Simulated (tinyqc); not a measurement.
What moves the results: spherical quantum dot. A value that a table varies takes the place of the one given here.

A sphere of radius R, isotropic masses, c = hbar^2/2m0, k = sqrt(mw E/c), kappa = sqrt(mb (V0 - E)/c). State n l is the spherical Bessel function j_l(k r) inside and k_l(kappa r) outside; psi and psi'/m are continuous: (k/mw) j_l'(kR)/j_l(kR) = (kappa/mb) k_l'(kappa R)/k_l(kappa R). For l = 0 this reads kR cot(kR) = 1 - (mw/mb)(1 + kappa R).

With hard walls E = c (x/R)^2/mw, x a zero of j_l: 1s 3.141593; 2s 6.283185; 1p 4.493409; 2p 7.725252; 1d 5.763459; 2d 9.095011; 1f 6.987932; 2f 10.417119.

Constants: hbar^2/2m0 = 3.80998211 eV angstrom^2.

Values chosen for the exercise (near those of an InGaAs dot in InAlAs; not measured data):
- V0 = 0.528 eV (barrier height)
- mw = 0.0402 m0 (mass inside)
- mb = 0.072 m0 (mass outside)
- Rs = (19, 26, 37, 53, 74, 106, 148) angstrom (radii)
- R = 53 angstrom (radius)

## Radius

The two lowest states against R; a dash marks an unbound state.

Levels (eV):
```
R (angstrom)      1s      1p  1s, hard walls  flat well of width 2R
19            0.5105       -          2.5911                 0.1747
26            0.4106       -          1.3837                 0.1228
37            0.2819       -          0.6833                 0.0781
53            0.1759  0.3572          0.3330                 0.0467
74            0.1071  0.2191          0.1708                 0.0277
106           0.0598  0.1224          0.0833                 0.0152
148           0.0336  0.0688          0.0427                 0.0085
```

The lowest state is bound at every radius listed. 1p becomes bound between 37 and 53 angstrom. At the largest radius the level is 0.79 of the hard-wall value and 3.96 times that of the flat well (the hard-wall ratio is 4.00); the exponent d ln E/d ln R between the last two radii is -1.72. Levels above about 0.3 eV lie beyond the range of a parabolic mass.

## Shape and dimension

Lowest level with hard walls: film c (pi/2R)^2/mw, cylinder c (2.404826/R)^2/mw, sphere c (pi/R)^2/mw, square or cube of side a: 2 or 3 times c (pi/a)^2/mw; c = hbar^2/2m0. Finite barriers V0 with outer mass mb and psi, psi'/m continuous for film, cylinder and sphere (not separable for the square and the cube: dash).

Lowest level (eV):
```
shape                      hard walls  finite barrier
film, width 2R                 0.0833          0.0467
cylinder, radius R             0.1951          0.1063
square wire of equal area      0.2120               -
sphere, radius R               0.3330          0.1759
cube of equal volume           0.3845               -
```

With hard walls the levels of film, cylinder and sphere stand as 1 : 2.34 : 4.00; with the finite barrier as 1 : 2.28 : 3.77. The square lies 8.6 % above the circle of equal area and the cube 15.5 % above the sphere of equal volume: round shapes give the lowest level for a given size.

## What each parameter does

The lowest level 1s and its distance to V0. Each row changes one parameter from the base and keeps the others.

Results:
```
case             E (eV)  V0 - E (eV)     k R
base             0.1759       0.3521  2.2832
R = 58 angstrom  0.1546       0.3734  2.3424
V0 = 0.634 eV    0.1853       0.4487  2.3433
mw = 0.0442 m0   0.1688       0.3592  2.3453
mb = 0.09 m0     0.1647       0.3633  2.2093
```

The largest shifts from the base row, up to three for each result and ties (the steps differ in size, so this ranks the rows, not the parameters). E (eV): R -0.0213, mb -0.0112, V0 +0.0094. V0 - E (eV): V0 +0.0966, R +0.0213, mb +0.0112. k R: mb -0.0739, mw +0.0620, V0 +0.0600.

Program tinyqc; command `OMP_NUM_THREADS=1 python tinyqc.py 1251788 1251789 out.jsonl`; about 0.05 s on one thread of a shared Intel(R) Xeon(R) Processor @ 2.30GHz.
